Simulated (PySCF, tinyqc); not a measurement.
FCI on RHF in the sto-6g basis, frozen core, for B+, spin multiplicity 1, step by step. The lowest restricted solution is unstable here: a spin-polarised one lies 0.0000 hartree lower (PySCF). One step of it, computed by the program tinyqc.

Problem. Orthogonalisation. S = U s U^T; symmetric (Loewdin) form X = U s^(-1/2) U^T, so that X^T S X = 1.

overlap S, lower triangle:
```
,1B 1s,1B 2s,1B 2px,1B 2py,1B 2pz
1B 1s,1.000000
1B 2s,0.264891,1.000000
1B 2px,0.000000,0.000000,1.000000
1B 2py,0.000000,0.000000,0.000000,1.000000
1B 2pz,0.000000,0.000000,0.000000,0.000000,1.000000
```

Give: eigenvalues of S; X.

Solution.

eigenvalues of S: 0.735  1.000  1.000  1.000  1.265

X, lower triangle:
```
,1B 1s,1B 2s,1B 2px,1B 2py,1B 2pz
1B 1s,1.028
1B 2s,-0.139,1.028
1B 2px,0.000,0.000,1.000
1B 2py,0.000,0.000,0.000,1.000
1B 2pz,0.000,0.000,0.000,0.000,1.000
```
